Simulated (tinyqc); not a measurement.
## Charge needed for a dipole step

Two sheets of opposite charge dd apart with permittivity ei give the step D = q N dd/(eps0 ei).

Parameters, values chosen for the exercise:
- ei = 5 (relative permittivity inside the dipole layer)
- dd = 0.22 nm (thickness of the dipole layer)

Constants: q = 1.602176634e-19 C, eps0 = 8.8541878128e-14 F/cm where lengths are in cm. Results are converted to the units shown.

Results:
```
N (cm^-2)     D (V)  field (MV/cm)  moment (debye/nm^2, 1 D = 3.33564e-30 C m)
1e12       0.007962         0.3619                                      0.1057
6.8e12      0.05414          2.461                                      0.7186
1.7e13       0.1354          6.152                                       1.796
4.5e13       0.3583          16.29                                       4.755
1.1e14       0.8758          39.81                                       11.62
2.9e14        2.309          105.0                                       30.64
```

Estimate the missing row, N = 2.7e12 cm^-2.

Computed row:
```
N (cm^-2)    D (V)  field (MV/cm)  moment (debye/nm^2, 1 D = 3.33564e-30 C m)
2.7e12     0.02150         0.9771                                      0.2853
```

With this row back in the table: D is proportional to N, 0.1 V for 1.26e13 cm^-2. The same sheet as an uncompensated charge under 1 nm of a dielectric of permittivity 3.9 would shift the flat band by 0.583 V, and that shift would grow with thickness, which a dipole step does not. For N = 1.1e14, 2.9e14 the field exceeds 20 MV/cm; it acts over one bond length, where the sheet picture is only a bookkeeping device.

Computed by the program tinyqc: `OMP_NUM_THREADS=1 python tinyqc.py 2410045 2410046 out.jsonl`, one thread of a shared Intel Xeon 2.30GHz, about 0.01 s for the whole run.
